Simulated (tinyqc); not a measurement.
Electron continuity equation in a given potential, Scharfetter-Gummel discretisation: two steps of the calculation.

Steady state in one dimension: J = q mu n E + q D dn/dx with E = -dpsi/dx and D = mu Vt, dJ/dx = q (n/tau - G), fixed densities nL and nR at the ends. The potential is given, psi = 0 for x < L/2 and U (2 x/L - 1) beyond, and is not changed by the electrons.

Parameters, values chosen for the exercise; mobility close to that of gallium nitride at room temperature: temperature T = 300 K; electron mobility mu = 984 cm^2/(V s); length of the region L = 13 um; density at x = 0 nL = 1.6e13 cm^-3; density at x = L nR = 0 cm^-3; lifetime tau = 1.1e-7 s; uniform generation rate G = 2.9e20 cm^-3 s^-1.

Constants: q = 1.602176634e-19 C, kB = 1.380649e-23 J/K, Vt = kB T/q. Results are converted to the units shown.

Question 1. Tridiagonal system for the inner nodes. Row i (1 to 8): B(-d_(i-1)) n_(i-1) + b_i n_i + B(d_i) n_(i+1) = f_i with b_i = -B(-d_i) - B(d_(i-1)) - h^2/(D tau) and f_i = -G h^2/D; the known end values are moved to the right: f_1 loses B(-d_0) nL and f_8 loses B(d_8) nR. h = L/9, D = mu Vt.

B(d_i), interval 0 to 8: [1, 1, 1, 1, 0.31777840, 0.077304011, 0.077304011, 0.077304011, 0.077304011]
B(-d_i), interval 0 to 8: [1, 1, 1, 1, 2.2948445, 4.0314361, 4.0314361, 4.0314361, 4.0314361]

Find: diagonal b; right side f.

Answer 1.

diagonal b, node 1 to 8: [-2.007, -2.007, -2.007, -3.302, -4.357, -4.116, -4.116, -4.116]
right side f, node 1 to 8 (cm^-3): [-1.624e13, -2.379e11, -2.379e11, -2.379e11, -2.379e11, -2.379e11, -2.379e11, -2.379e11]

Question 2. Densities and current. B(d_i) and B(-d_i) are the Bernoulli factors of the potential steps, b and f the diagonal and right side. Solve B(-d_(i-1)) n_(i-1) + b_i n_i + B(d_i) n_(i+1) = f_i (end values already in f), then J_i = (q D/h) [n_(i+1) B(d_i) - n_i B(-d_i)], h = L/9, D = mu Vt.

B(d_i), interval 0 to 8: [1, 1, 1, 1, 0.31777840, 0.077304011, 0.077304011, 0.077304011, 0.077304011]
B(-d_i), interval 0 to 8: [1, 1, 1, 1, 2.2948445, 4.0314361, 4.0314361, 4.0314361, 4.0314361]
diagonal b, node 1 to 8: [-2.0074562, -2.0074562, -2.0074562, -3.3023007, -4.3566708, -4.1161964, -4.1161964, -4.1161964]
right side f, node 1 to 8 (cm^-3): [-1.6237854e13, -2.3785399e11, -2.3785399e11, -2.3785399e11, -2.3785399e11, -2.3785399e11, -2.3785399e11, -2.3785399e11]

Wanted: n; J.

Answer 2.

n, node 0 to 9 (cm^-3): [1.600e13, 1.272e13, 9.287e12, 5.691e12, 1.899e12, 1.075e12, 1.133e12, 1.190e12, 1.224e12, 0]
J, interval 0 to 8 (A/cm^2): [-0.0927, -0.0967, -0.1015, -0.1070, -0.1133, -0.1198, -0.1263, -0.1327, -0.1392]

Numbers from tinyqc (`OMP_NUM_THREADS=1 python tinyqc.py 2220026 2220027 out.jsonl`; about 0.01 s on one thread of a shared Intel Xeon 2.30GHz).
